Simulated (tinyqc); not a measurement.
Worked calculation (part 1 of 2): RHF in the sto-6g basis, for BeH2, spin multiplicity 1. This run ends on a higher stationary point, not on the lowest solution. Computed by tinyqc, a small Python program that keeps every step (integrals from PySCF). Settings: charge = 0, multiplicity = 1, basis = sto-6g, energy threshold = 1e-10, iteration cap = 60, orthogonalisation = symmetric, start = highest core orbitals, DIIS depth = 8, shift = 0.2, method = RHF. Command: `OMP_NUM_THREADS=1 python tinyqc.py 26443 26444 out.jsonl` (the two numbers bound the seeds that draw the settings). One thread of a shared host (Intel(R) Xeon(R) Processor @ 2.60GHz), about 0.1 s of CPU time with the checks. Later iterations appear only in the table of the cycle.

## One-electron integrals

Geometry (angstrom):
```
atom         x          y         z
Be    0.000000   0.000000  0.000000
H     0.000000   1.300000  0.033000
H     0.000000  -1.300000  0.033000
```

Basis sto-6g: exponents (1/bohr^2) and contraction coefficients of normalised primitives:
```
element  l (shell)    exponent  coefficient
Be           s (1)  312.870494     0.009164
Be           s (1)   57.364463     0.049361
Be           s (1)   16.048509     0.168538
Be           s (1)    5.513096     0.370563
Be           s (1)    2.140897     0.416492
Be           s (1)    0.881739     0.130334
Be           s (2)   13.633247    -0.013253
Be           s (2)    2.698375    -0.046992
Be           s (2)    0.838653    -0.033785
Be           s (2)    0.322660     0.250242
Be           s (2)    0.140131     0.595117
Be           s (2)    0.064233     0.240706
Be           p (3)   13.633247     0.003760
Be           p (3)    2.698375     0.037679
Be           p (3)    0.838653     0.173897
Be           p (3)    0.322660     0.418036
Be           p (3)    0.140131     0.425860
Be           p (3)    0.064233     0.101708
H            s (1)   35.523221     0.009164
H            s (1)    6.513144     0.049361
H            s (1)    1.822143     0.168538
H            s (1)    0.625955     0.370563
H            s (1)    0.243077     0.416492
H            s (1)    0.100112     0.130334
```

Overlap, kinetic and nuclear-attraction integrals over the contracted functions; the nuclear repulsion is the sum of Za Zb / Rab.

nuclear repulsion = 3.45895615 hartree

overlap S, order 1Be 1s, 1Be 2s, 1Be 2px, 1Be 2py, 1Be 2pz, 2H 1s, 3H 1s:
```
[[1.000000, 0.254764, 0.000000, 0.000000, 0.000000, 0.078648, 0.078648],
 [0.254764, 1.000000, 0.000000, 0.000000, 0.000000, 0.476703, 0.476703],
 [0.000000, 0.000000, 1.000000, 0.000000, 0.000000, 0.000000, 0.000000],
 [0.000000, 0.000000, 0.000000, 1.000000, 0.000000, 0.535718, -0.535718],
 [0.000000, 0.000000, 0.000000, 0.000000, 1.000000, 0.013599, 0.013599],
 [0.078648, 0.476703, 0.000000, 0.535718, 0.013599, 1.000000, 0.043994],
 [0.078648, 0.476703, 0.000000, -0.535718, 0.013599, 0.043994, 1.000000]]
```

kinetic energy T (hartree), order 1Be 1s, 1Be 2s, 1Be 2px, 1Be 2py, 1Be 2pz, 2H 1s, 3H 1s:
```
[[6.768753, -0.207382, 0.000000, 0.000000, 0.000000, -0.013648, -0.013648],
 [-0.207382, 0.220121, 0.000000, 0.000000, 0.000000, 0.075175, 0.075175],
 [0.000000, 0.000000, 0.661265, 0.000000, 0.000000, 0.000000, 0.000000],
 [0.000000, 0.000000, 0.000000, 0.661265, 0.000000, 0.206082, -0.206082],
 [0.000000, 0.000000, 0.000000, 0.000000, 0.661265, 0.005231, 0.005231],
 [-0.013648, 0.075175, 0.000000, 0.206082, 0.005231, 0.768522, -0.009154],
 [-0.013648, 0.075175, 0.000000, -0.206082, 0.005231, -0.009154, 0.768522]]
```

nuclear attraction V (hartree), order 1Be 1s, 1Be 2s, 1Be 2px, 1Be 2py, 1Be 2pz, 2H 1s, 3H 1s:
```
[[-15.528648, -1.858049, 0.000000, 0.000000, -0.001020, -0.631113, -0.631113],
 [-1.858049, -3.054673, 0.000000, 0.000000, -0.007763, -1.432380, -1.432380],
 [0.000000, 0.000000, -2.974306, 0.000000, 0.000000, 0.000000, 0.000000],
 [0.000000, 0.000000, 0.000000, -3.214930, 0.000000, -1.581275, 1.581275],
 [-0.001020, -0.007763, 0.000000, 0.000000, -2.974461, -0.041121, -0.041121],
 [-0.631113, -1.432380, 0.000000, -1.581275, -0.041121, -3.055931, -0.149991],
 [-0.631113, -1.432380, 0.000000, 1.581275, -0.041121, -0.149991, -3.055931]]
```

core Hamiltonian H = T + V (hartree), order 1Be 1s, 1Be 2s, 1Be 2px, 1Be 2py, 1Be 2pz, 2H 1s, 3H 1s:
```
[[-8.759895, -2.065432, 0.000000, 0.000000, -0.001020, -0.644761, -0.644761],
 [-2.065432, -2.834552, 0.000000, 0.000000, -0.007763, -1.357205, -1.357205],
 [0.000000, 0.000000, -2.313040, 0.000000, 0.000000, 0.000000, 0.000000],
 [0.000000, 0.000000, 0.000000, -2.553665, 0.000000, -1.375194, 1.375194],
 [-0.001020, -0.007763, 0.000000, 0.000000, -2.313195, -0.035890, -0.035890],
 [-0.644761, -1.357205, 0.000000, -1.375194, -0.035890, -2.287409, -0.159145],
 [-0.644761, -1.357205, 0.000000, 1.375194, -0.035890, -0.159145, -2.287409]]
```

## Two-electron integrals

Functions are numbered as in S; the eight-fold symmetry (ij|kl) = (ji|kl) = (kl|ij) leaves the list below.

Two-electron integrals (ij|kl) in chemists' order, unique and non-zero (hartree):
```
(11|11) 2.299996    (21|11) 0.361879    (21|21) 0.071926    (22|11) 0.570332
(22|21) 0.139654    (22|22) 0.417773    (31|31) 0.015252    (32|31) 0.022555
(32|32) 0.092340    (33|11) 0.570332    (33|21) 0.139654    (33|22) 0.417773
(33|33) 0.450117    (41|41) 0.015252    (42|41) 0.022555    (42|42) 0.092340
(43|43) 0.024258    (44|11) 0.570332    (44|21) 0.139654    (44|22) 0.417773
(44|33) 0.401601    (44|44) 0.450117    (51|51) 0.015252    (52|51) 0.022555
(52|52) 0.092340    (53|53) 0.024258    (54|54) 0.024258    (55|11) 0.570332
(55|21) 0.139654    (55|22) 0.417773    (55|33) 0.401601    (55|44) 0.401601
(55|55) 0.450117    (61|11) 0.115758    (61|21) 0.022292    (61|22) 0.042927
(61|33) 0.042577    (61|41) 0.002195    (61|42) 0.004191    (61|44) 0.043628
(61|51) 0.000056    (61|52) 0.000106    (61|54) 0.000027    (61|55) 0.042577
(61|61) 0.007305    (62|11) 0.238147    (62|21) 0.059003    (62|22) 0.187689
(62|33) 0.181091    (62|41) 0.008255    (62|42) 0.045605    (62|44) 0.200872
(62|51) 0.000210    (62|52) 0.001158    (62|54) 0.000502    (62|55) 0.181104
(62|61) 0.020054    (62|62) 0.118571    (63|31) 0.006176    (63|32) 0.026855
(63|43) 0.008264    (63|53) 0.000210    (63|63) 0.012005    (64|11) 0.243131
(64|21) 0.061092    (64|22) 0.203391    (64|33) 0.191508    (64|41) 0.013521
(64|42) 0.071571    (64|44) 0.227142    (64|51) 0.000186    (64|52) 0.001135
(64|54) 0.000695    (64|55) 0.191521    (64|61) 0.021941    (64|62) 0.147093
(64|64) 0.190170    (65|11) 0.006172    (65|21) 0.001551    (65|22) 0.005163
(65|33) 0.004861    (65|41) 0.000186    (65|42) 0.001135    (65|44) 0.005346
(65|51) 0.006181    (65|52) 0.026884    (65|54) 0.008277    (65|55) 0.005281
(65|61) 0.000557    (65|62) 0.003734    (65|64) 0.004523    (65|65) 0.012119
(66|11) 0.402500    (66|21) 0.101837    (66|22) 0.358201    (66|33) 0.332419
(66|41) 0.018083    (66|42) 0.123309    (66|44) 0.409715    (66|51) 0.000459
(66|52) 0.003130    (66|54) 0.001962    (66|55) 0.332468    (66|61) 0.036084
(66|62) 0.278936    (66|64) 0.369421    (66|65) 0.009378    (66|66) 0.774999
(71|11) 0.115758    (71|21) 0.022292    (71|22) 0.042927    (71|33) 0.042577
(71|41) -0.002195   (71|42) -0.004191   (71|44) 0.043628    (71|51) 0.000056
(71|52) 0.000106    (71|54) -0.000027   (71|55) 0.042577    (71|61) 0.006624
(71|62) 0.016691    (71|64) 0.016483    (71|65) 0.000465    (71|66) 0.028192
(71|71) 0.007305    (72|11) 0.238147    (72|21) 0.059003    (72|22) 0.187689
(72|33) 0.181091    (72|41) -0.008255   (72|42) -0.045605   (72|44) 0.200872
(72|51) 0.000210    (72|52) 0.001158    (72|54) -0.000502   (72|55) 0.181104
(72|61) 0.016691    (72|62) 0.066088    (72|64) 0.064138    (72|65) 0.002045
(72|66) 0.116218    (72|71) 0.020054    (72|72) 0.118571    (73|31) 0.006176
(73|32) 0.026855    (73|43) -0.008264   (73|53) 0.000210    (73|63) 0.005523
(73|73) 0.012005    (74|11) -0.243131   (74|21) -0.061092   (74|22) -0.203391
(74|33) -0.191508   (74|41) 0.013521    (74|42) 0.071571    (74|44) -0.227142
(74|51) -0.000186   (74|52) -0.001135   (74|54) 0.000695    (74|55) -0.191521
(74|61) -0.016483   (74|62) -0.064138   (74|64) -0.058624   (74|65) -0.001951
(74|66) -0.109559   (74|71) -0.021941   (74|72) -0.147093   (74|74) 0.190170
(75|11) 0.006172    (75|21) 0.001551    (75|22) 0.005163    (75|33) 0.004861
(75|41) -0.000186   (75|42) -0.001135   (75|44) 0.005346    (75|51) 0.006181
(75|52) 0.026884    (75|54) -0.008277   (75|55) 0.005281    (75|61) 0.000465
(75|62) 0.002045    (75|64) 0.001951    (75|65) 0.005585    (75|66) 0.003696
(75|71) 0.000557    (75|72) 0.003734    (75|74) -0.004523   (75|75) 0.012119
(76|11) 0.026954    (76|21) 0.006486    (76|22) 0.018899    (76|33) 0.018549
(76|44) 0.019597    (76|51) 0.000043    (76|52) 0.000197    (76|55) 0.018552
(76|61) 0.002008    (76|62) 0.008808    (76|64) 0.009767    (76|65) 0.000300
(76|66) 0.017573    (76|71) 0.002008    (76|72) 0.008808    (76|74) -0.009767
(76|75) 0.000300    (76|76) 0.000874    (77|11) 0.402500    (77|21) 0.101837
(77|22) 0.358201    (77|33) 0.332419    (77|41) -0.018083   (77|42) -0.123309
(77|44) 0.409715    (77|51) 0.000459    (77|52) 0.003130    (77|54) -0.001962
(77|55) 0.332468    (77|61) 0.028192    (77|62) 0.116218    (77|64) 0.109559
(77|65) 0.003696    (77|66) 0.203452    (77|71) 0.036084    (77|72) 0.278936
(77|74) -0.369421   (77|75) 0.009378    (77|76) 0.017573    (77|77) 0.774999
```

## Orthogonalisation

S = U s U^T; symmetric (Loewdin) form X = U s^(-1/2) U^T, so that X^T S X = 1.

eigenvalues of S: [0.220064, 0.329277, 0.931930, 1.000000, 1.000672, 1.735942, 1.782115]

X, order 1Be 1s, 1Be 2s, 1Be 2px, 1Be 2py, 1Be 2pz, 2H 1s, 3H 1s:
```
[[1.026890, -0.147407, 0.000000, 0.000000, -0.000407, 0.012966, 0.012966],
 [-0.147407, 1.280999, 0.000000, 0.000000, 0.007182, -0.332979, -0.332979],
 [0.000000, 0.000000, 1.000000, 0.000000, 0.000000, 0.000000, 0.000000],
 [0.000000, 0.000000, 0.000000, 1.425421, 0.000000, -0.485123, 0.485123],
 [-0.000407, 0.007182, 0.000000, 0.000000, 1.000202, -0.009390, -0.009390],
 [0.012966, -0.332979, 0.000000, -0.485123, -0.009390, 1.342242, -0.123018],
 [0.012966, -0.332979, 0.000000, 0.485123, -0.009390, -0.123018, 1.342242]]
```

## Starting guess

The start is the highest orbitals of the core Hamiltonian (a deliberately bad start); D = 2 C_occ C_occ^T.

D at the start, order 1Be 1s, 1Be 2s, 1Be 2px, 1Be 2py, 1Be 2pz, 2H 1s, 3H 1s:
```
[[0.026956, -0.248855, 0.000000, 0.000000, 0.009933, 0.210609, 0.210609],
 [-0.248855, 2.300769, 0.000000, 0.000000, -0.009240, -1.949846, -1.949846],
 [0.000000, 0.000000, 0.000000, 0.000000, 0.000000, 0.000000, 0.000000],
 [0.000000, 0.000000, 0.000000, 3.097904, 0.000000, -2.847169, 2.847169],
 [0.009933, -0.009240, 0.000000, 0.000000, 1.999228, -0.056966, -0.056966],
 [0.210609, -1.949846, 0.000000, -2.847169, -0.056966, 4.271275, -0.962182],
 [0.210609, -1.949846, 0.000000, 2.847169, -0.056966, -0.962182, 4.271275]]
```

## Iteration 1: building the Fock matrix

J_ij = sum D_kl (ij|kl), K_ij = sum D_kl (ik|jl); F = H + J - 0.5 K; E = tr D H + tr D J / 2 - 0.25 tr D K + E_nn.

Coulomb J (hartree), order 1Be 1s, 1Be 2s, 1Be 2px, 1Be 2py, 1Be 2pz, 2H 1s, 3H 1s:
```
[[2.957422, 0.727047, 0.000000, 0.000000, -0.001395, 0.225403, 0.225403],
 [0.727047, 2.314870, 0.000000, 0.000000, -0.002890, 1.155965, 1.155965],
 [0.000000, 0.000000, 2.199422, 0.000000, 0.000000, 0.000000, 0.000000],
 [0.000000, 0.000000, 0.000000, 2.448682, 0.000000, 1.332705, -1.332705],
 [-0.001395, -0.002890, 0.000000, 0.000000, 2.296501, 0.032295, 0.032295],
 [0.225403, 1.155965, 0.000000, 1.332705, 0.032295, 2.620734, 0.108906],
 [0.225403, 1.155965, 0.000000, -1.332705, 0.032295, 0.108906, 2.620734]]
```

exchange K (hartree), order 1Be 1s, 1Be 2s, 1Be 2px, 1Be 2py, 1Be 2pz, 2H 1s, 3H 1s:
```
[[0.073416, 0.066692, 0.000000, 0.000000, -0.002427, 0.005401, 0.005401],
 [0.066692, 0.316218, 0.000000, 0.000000, -0.032067, 0.138651, 0.138651],
 [0.000000, 0.000000, 0.118786, 0.000000, 0.000000, 0.000000, 0.000000],
 [0.000000, 0.000000, 0.000000, 0.248070, 0.000000, 0.237718, -0.237718],
 [-0.002427, -0.032067, 0.000000, 0.000000, 0.969520, 0.000005, 0.000005],
 [0.005401, 0.138651, 0.000000, 0.237718, 0.000005, 1.001302, 0.019921],
 [0.005401, 0.138651, 0.000000, -0.237718, 0.000005, 0.019921, 1.001302]]
```

Fock matrix F (hartree), order 1Be 1s, 1Be 2s, 1Be 2px, 1Be 2py, 1Be 2pz, 2H 1s, 3H 1s:
```
[[-5.839181, -1.371731, 0.000000, 0.000000, -0.001201, -0.422058, -0.422058],
 [-1.371731, -0.677791, 0.000000, 0.000000, 0.005381, -0.270566, -0.270566],
 [0.000000, 0.000000, -0.173012, 0.000000, 0.000000, 0.000000, 0.000000],
 [0.000000, 0.000000, 0.000000, -0.229018, 0.000000, -0.161348, 0.161348],
 [-0.001201, 0.005381, 0.000000, 0.000000, -0.501455, -0.003598, -0.003598],
 [-0.422058, -0.270566, 0.000000, -0.161348, -0.003598, -0.167325, -0.060199],
 [-0.422058, -0.270566, 0.000000, 0.161348, -0.003598, -0.060199, -0.167325]]
```

total energy of this density = -2.66807816 hartree

## Iteration 1: diagonalisation and new density

A level shift of 0.2 hartree raises the virtual space: F + shift (S - S D(s) S), with D(s) the density of one spin (D/2). Diagonalise F' = X^T F X, C = X C', fill 3 alpha and 3 beta electrons from the bottom; D = 2 C_occ C_occ^T. Each column has its largest component positive (the first on a tie).

F' = X^T F X (hartree):
```
[[-5.577477, -0.563330, 0.000000, 0.000000, -0.002210, -0.123280, -0.123280],
 [-0.563330, -0.247032, 0.000000, 0.000000, 0.012085, -0.037865, -0.037865],
 [0.000000, 0.000000, 0.026988, 0.000000, 0.000000, 0.000000, 0.000000],
 [0.000000, 0.000000, 0.000000, 0.091614, 0.000000, -0.122429, 0.122429],
 [-0.002210, 0.012085, 0.000000, 0.000000, -0.501232, 0.001111, 0.001111],
 [-0.123280, -0.037865, 0.000000, -0.122429, 0.001111, 0.080114, -0.079786],
 [-0.123280, -0.037865, 0.000000, 0.122429, 0.001111, -0.079786, 0.080114]]
```

orbital energies (hartree): [-5.642037, -0.501728, -0.193809, -0.050718, 0.012161, 0.026988, 0.302232]

coefficients C, order 1Be 1s, 1Be 2s, 1Be 2px, 1Be 2py, 1Be 2pz, 2H 1s, 3H 1s:
```
[[1.006025, 0.009565, -0.251921, 0.000000, 0.030439, 0.000000, 0.000000],
 [-0.028094, -0.041227, 1.188078, 0.000000, -0.685907, 0.000000, 0.000000],
 [0.000000, 0.000000, 0.000000, 0.000000, 0.000000, 1.000000, 0.000000],
 [0.000000, 0.000000, 0.000000, 0.665445, 0.000000, 0.000000, 1.435164],
 [0.000095, 0.999189, 0.044901, 0.000000, -0.015377, 0.000000, 0.000000],
 [0.005553, -0.001268, -0.178753, 0.283201, 0.906863, 0.000000, -1.108438],
 [0.005553, -0.001268, -0.178753, -0.283201, 0.906863, 0.000000, 1.108438]]
```

D after iteration 1, order 1Be 1s, 1Be 2s, 1Be 2px, 1Be 2py, 1Be 2pz, 2H 1s, 3H 1s:
```
[[2.151285, -0.655917, 0.000000, 0.000000, -0.003318, 0.101211, 0.101211],
 [-0.655917, 2.828039, 0.000000, 0.000000, 0.024298, -0.424953, -0.424953],
 [0.000000, 0.000000, 0.000000, 0.000000, 0.000000, 0.000000, 0.000000],
 [0.000000, 0.000000, 0.000000, 0.000000, 0.000000, 0.000000, 0.000000],
 [-0.003318, 0.024298, 0.000000, 0.000000, 2.000791, -0.018585, -0.018585],
 [0.101211, -0.424953, 0.000000, 0.000000, -0.018585, 0.063970, 0.063970],
 [0.101211, -0.424953, 0.000000, 0.000000, -0.018585, 0.063970, 0.063970]]
```

## Iteration 2: building the Fock matrix

As before.

Coulomb J (hartree), order 1Be 1s, 1Be 2s, 1Be 2px, 1Be 2py, 1Be 2pz, 2H 1s, 3H 1s:
```
[[6.923801, 1.280988, 0.000000, 0.000000, 0.000266, 0.402299, 0.402299],
 [1.280988, 2.807304, 0.000000, 0.000000, 0.000840, 1.204804, 1.204804],
 [0.000000, 0.000000, 2.782700, 0.000000, 0.000000, 0.000000, 0.000000],
 [0.000000, 0.000000, 0.000000, 2.759489, 0.000000, 1.261246, -1.261246],
 [0.000266, 0.000840, 0.000000, 0.000000, 2.879724, 0.033188, 0.033188],
 [0.402299, 1.204804, 0.000000, 1.261246, 0.033188, 2.152175, 0.128231],
 [0.402299, 1.204804, 0.000000, -1.261246, 0.033188, 0.128231, 2.152175]]
```

exchange K (hartree), order 1Be 1s, 1Be 2s, 1Be 2px, 1Be 2py, 1Be 2pz, 2H 1s, 3H 1s:
```
[[4.717896, 0.768088, 0.000000, 0.000000, 0.000169, 0.245023, 0.245023],
 [0.768088, 1.066153, 0.000000, 0.000000, -0.000150, 0.368026, 0.368026],
 [0.000000, 0.000000, 0.271976, 0.000000, 0.000000, 0.000000, 0.000000],
 [0.000000, 0.000000, 0.000000, 0.213492, 0.000000, 0.073399, -0.073399],
 [0.000169, -0.000150, 0.000000, 0.000000, 1.123628, 0.008952, 0.008952],
 [0.245023, 0.368026, 0.000000, 0.073399, 0.008952, 0.163832, 0.105545],
 [0.245023, 0.368026, 0.000000, -0.073399, 0.008952, 0.105545, 0.163832]]
```

Fock matrix F (hartree), order 1Be 1s, 1Be 2s, 1Be 2px, 1Be 2py, 1Be 2pz, 2H 1s, 3H 1s:
```
[[-4.195042, -1.168487, 0.000000, 0.000000, -0.000839, -0.364974, -0.364974],
 [-1.168487, -0.560324, 0.000000, 0.000000, -0.006848, -0.336414, -0.336414],
 [0.000000, 0.000000, 0.333672, 0.000000, 0.000000, 0.000000, 0.000000],
 [0.000000, 0.000000, 0.000000, 0.099078, 0.000000, -0.150647, 0.150647],
 [-0.000839, -0.006848, 0.000000, 0.000000, 0.004715, -0.007178, -0.007178],
 [-0.364974, -0.336414, 0.000000, -0.150647, -0.007178, -0.217150, -0.083686],
 [-0.364974, -0.336414, 0.000000, 0.150647, -0.007178, -0.083686, -0.217150]]
```

total energy of this density = -14.40403108 hartree

## Iteration 2: DIIS over 2 matrices

error matrix X^T (FDS - SDF) X:
```
[[0.000000, 0.025127, 0.000000, 0.000000, 0.000347, -0.069217, -0.069217],
 [-0.025127, 0.000000, 0.000000, 0.000000, 0.002625, 0.411433, 0.411433],
 [0.000000, 0.000000, 0.000000, 0.000000, 0.000000, 0.000000, 0.000000],
 [0.000000, 0.000000, 0.000000, 0.000000, 0.000000, 0.000000, 0.000000],
 [-0.000347, -0.002625, 0.000000, 0.000000, 0.000000, 0.012910, 0.012910],
 [0.069217, -0.411433, 0.000000, 0.000000, -0.012910, 0.000000, 0.000000],
 [0.069217, -0.411433, 0.000000, 0.000000, -0.012910, 0.000000, 0.000000]]
```

B (overlaps of the stored error matrices):
```
[[9.3687523e-02, 1.6153444e-01],
 [1.6153444e-01, 6.9821661e-01]]
```

Minimise |sum c_i e_i|^2 with sum c_i = 1: solve [B -1; -1 0][c; lambda] = [0; -1] with B_ij = tr e_i^T e_j, and take F = sum c_i F_i.

DIIS coefficients: [1.144714, -0.144714]

extrapolated F (hartree), order 1Be 1s, 1Be 2s, 1Be 2px, 1Be 2py, 1Be 2pz, 2H 1s, 3H 1s:
```
[[-6.077111, -1.401143, 0.000000, 0.000000, -0.001254, -0.430319, -0.430319],
 [-1.401143, -0.694790, 0.000000, 0.000000, 0.007150, -0.261036, -0.261036],
 [0.000000, 0.000000, -0.246336, 0.000000, 0.000000, 0.000000, 0.000000],
 [0.000000, 0.000000, 0.000000, -0.276498, 0.000000, -0.162896, 0.162896],
 [-0.001254, 0.007150, 0.000000, 0.000000, -0.574704, -0.003079, -0.003079],
 [-0.430319, -0.261036, 0.000000, -0.162896, -0.003079, -0.160115, -0.056801],
 [-0.430319, -0.261036, 0.000000, 0.162896, -0.003079, -0.056801, -0.160115]]
```

## Iteration 2: diagonalisation and new density

As before.

F' = X^T F X (hartree):
```
[[-6.020208, -0.558538, 0.000000, 0.000000, -0.001743, -0.128206, -0.128206],
 [-0.558538, -0.423967, 0.000000, 0.000000, 0.007628, -0.105016, -0.105016],
 [0.000000, 0.000000, -0.046336, 0.000000, 0.000000, 0.000000, 0.000000],
 [0.000000, 0.000000, 0.000000, 0.040150, 0.000000, -0.152262, 0.152262],
 [-0.001743, 0.007628, 0.000000, 0.000000, -0.574720, -0.000646, -0.000646],
 [-0.128206, -0.105016, 0.000000, -0.152262, -0.000646, 0.223750, -0.087458],
 [-0.128206, -0.105016, 0.000000, 0.152262, -0.000646, -0.087458, 0.223750]]
```

orbital energies (hartree): [-6.081530, -0.575037, -0.399571, -0.078753, -0.046336, 0.173535, 0.430111]

coefficients C, order 1Be 1s, 1Be 2s, 1Be 2px, 1Be 2py, 1Be 2pz, 2H 1s, 3H 1s:
```
[[1.007316, 0.009819, -0.244467, 0.000000, 0.000000, 0.044971, 0.000000],
 [-0.034543, -0.043453, 1.143500, 0.000000, 0.000000, -0.757506, 0.000000],
 [0.000000, 0.000000, 0.000000, 0.000000, 1.000000, 0.000000, 0.000000],
 [0.000000, 0.000000, 0.000000, 0.916187, 0.000000, 0.000000, 1.289618],
 [0.000073, 0.999102, 0.045789, 0.000000, 0.000000, -0.018156, 0.000000],
 [0.006967, -0.000986, -0.122726, 0.076155, 0.000000, 0.916119, -1.141507],
 [0.006967, -0.000986, -0.122726, -0.076155, 0.000000, 0.916119, 1.141507]]
```

D after iteration 2, order 1Be 1s, 1Be 2s, 1Be 2px, 1Be 2py, 1Be 2pz, 2H 1s, 3H 1s:
```
[[2.149093, -0.629542, 0.000000, 0.000000, -0.002621, 0.074021, 0.074021],
 [-0.629542, 2.621347, 0.000000, 0.000000, 0.017887, -0.281070, -0.281070],
 [0.000000, 0.000000, 0.000000, 0.000000, 0.000000, 0.000000, 0.000000],
 [0.000000, 0.000000, 0.000000, 0.000000, 0.000000, 0.000000, 0.000000],
 [-0.002621, 0.017887, 0.000000, 0.000000, 2.000605, -0.013209, -0.013209],
 [0.074021, -0.281070, 0.000000, 0.000000, -0.013209, 0.030222, 0.030222],
 [0.074021, -0.281070, 0.000000, 0.000000, -0.013209, 0.030222, 0.030222]]
```
